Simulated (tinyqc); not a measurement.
Bias-temperature instability from a Gaussian distribution of capture and emission barriers: one step, computed by the program tinyqc. Command: `OMP_NUM_THREADS=1 python tinyqc.py 3028937 3028938 out.jsonl bti walk`. One thread of a shared host (Intel(R) Xeon(R) Processor @ 2.30GHz), about 0.01 s of CPU time with the checks.

Each trap has a capture time tau_0 exp(E_c/(k_B T)) under stress and an emission time tau_0 exp(E_e/(k_B T)) after it. E_c is Gaussian, and E_e = E_c + d with d Gaussian and independent. A trap counts as filled once t_s exceeds its capture time and as emptied once t_r exceeds its emission time.

Question. Recovery. Demarcation energies E_s = k_B T ln(t_s/tau_0), E_r = k_B T ln(t_r/tau_0); mean barrier mu = mu_c - k_F F; z = (E_s - mu)/sigma_c; Phi is the standard normal distribution. Temperatures in kelvin are T(C) + 273.15. Remaining shift dV = V_max int_(-infinity)^(E_s) g(E_c) [1 - Phi((E_r - E_c - delta)/sigma_d)] dE_c, g the Gaussian density of E_c (Gauss-Legendre, 120 points over 7 sigma_c below E_s).

Inputs (values chosen for the exercise, for a model p-channel transistor):

| quantity | value | unit |
|---|---|---|
| shift with all traps filled V_max | 270 | mV |
| spread of capture barriers sigma_c | 0.2 | eV |
| mean of E_e - E_c at the stress field, delta | -0.28 | eV |
| spread of E_e - E_c, sigma_d | 0.24 | eV |
| time constant tau_0 | 4e-11 | s |
| temperature T | 125 | C |
| stress time t_s | 30000 | s |
| recovery time t_r | 7e-06 | s |

mean barrier mu = 1.7561 eV

shift without recovery dV0 = 0.4962040 mV

Constants: k_B = 8.617333262e-05 eV/K.

Give: E_r; remaining shift dV; remaining share dV/dV0.

Answer.

E_r = 0.41421 eV

remaining shift dV = 0.47471 mV

remaining share dV/dV0 = 0.95668

A measurement delay of t_r hides 4.3 % of the shift.
